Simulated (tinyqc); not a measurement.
# Changing the hydrogen carrier pressure p_H

Model: microkinetic model of low-temperature epitaxy from hydride gases: adsorption, hydrogen desorption and rate control. Computed by tinyqc, a small Python program. Command: `OMP_NUM_THREADS=1 python tinyqc.py 3006822 3006823 out.jsonl hepi sweep`. One thread of a shared host (Intel(R) Xeon(R) Processor @ 2.30GHz), about 0.04 s of CPU time with the checks.

Each hydride molecule needs two free sites and leaves four hydrogen atoms, of which two leave at once as H2; theta is the hydrogen coverage, the site density is 6.78 per nm^2 and one layer is 1.358 angstrom thick.

Inputs (values chosen for the exercise, close to those used for silane and germane on Si(001)): silane pressure p_S = 2.3 Pa; sticking prefactor of silane s0 = 0.019; adsorption barrier E_s = 0.1 eV; desorption prefactor nu_d = 2.3e+12 1/s; desorption energy on silicon E_d = 2.16 eV; sticking of hydrogen s_H = 3e-07; temperature T = 460 C; germane pressure p_G = 0.12 Pa; sticking ratio of germane to silane r_G = 1.7; lowering of E_d per unit germanium fraction, dE = 0.35 eV.

Film: silicon-germanium. Order of hydrogen desorption: first.

Constants: k_B = 8.617333262e-05 eV/K; u = 1.6605390666e-27 kg; k_B = 1.380649e-23 J/K.

Method:
- Flux per site F = p/(sqrt(2 pi M k_B T) x 6.78e18 per m^2), M = 32.12 u (silane), 76.63 u (germane), 2.016 u (hydrogen); s = s0 exp(-E_s/(k_B T)); k_S = s F_S, k_G = r_G s F_G; germanium fraction x = k_G/(k_S + k_G); k = k_S + k_G; k_H = s_H F_H; k_d = nu_d exp(-(E_d - dE x)/(k_B T)).
- Temperatures in kelvin are T(C) + 273.15.
- With k the hydride and k_H the hydrogen adsorption rate on free pairs and k_d the desorption rate, steady state: 2 (k + k_H)(1 - theta)^2 = k_d theta; growth rate R = k (1 - theta)^2 layers/s; 1 layer/s = 8.148 nm/min.
- With c = 2 (k + k_H)/k_d the free share is 1 - theta = 2/(1 + sqrt(1 + 4c)).
- X_i = d ln R/d ln k_i at fixed other constants. With f = 1 - theta and a = 2/f + 1/theta: d ln f/d ln k_d = 1/(a f), so X_d = 2/(a f), X_k = 1 - X_d k/(k + k_H), X_H = -X_d k_H/(k + k_H); they sum to 1.

One run for each value:
```
hydrogen carrier pressure p_H (Pa)  growth rate G (nm/min)  hydrogen coverage theta  X_H (hydrogen adsorption)
1                                                 0.017785                  0.99047                -1.2555e-04
4                                                 0.017778                  0.99047                -5.0200e-04
20                                                0.017742                  0.99048                -2.5050e-03
70                                                0.017632                  0.99051                -8.7127e-03
300                                               0.017141                  0.99064                -3.6298e-02
1000                                              0.015803                  0.99102                -1.1153e-01
6000                                              0.010147                  0.99280                -4.2929e-01
20000                                             0.005071                  0.99491                -7.1435e-01
100000                                            0.001315                  0.99741                -9.2536e-01
```

Describe and explain the trends.

Over the rows, growth rate G (nm/min) falls from 0.0178 to 0.00132 (exponent d ln y / d ln x -2.7e-4 between the first rows and -0.84 between the last); hydrogen coverage theta rises from 0.9905 to 0.9974; X_H (hydrogen adsorption) falls from -1.26e-4 to -0.925 (exponent d ln y / d ln x 1.00 between the first rows and 0.16 between the last). At the low end the exponent of growth rate G is 0.00, close to 0: carrier hydrogen plays no part.

Caution (rows 6000, 20000, 100000): at carrier pressures near or above 1e4 Pa gas-phase transport, left out here, begins to limit.
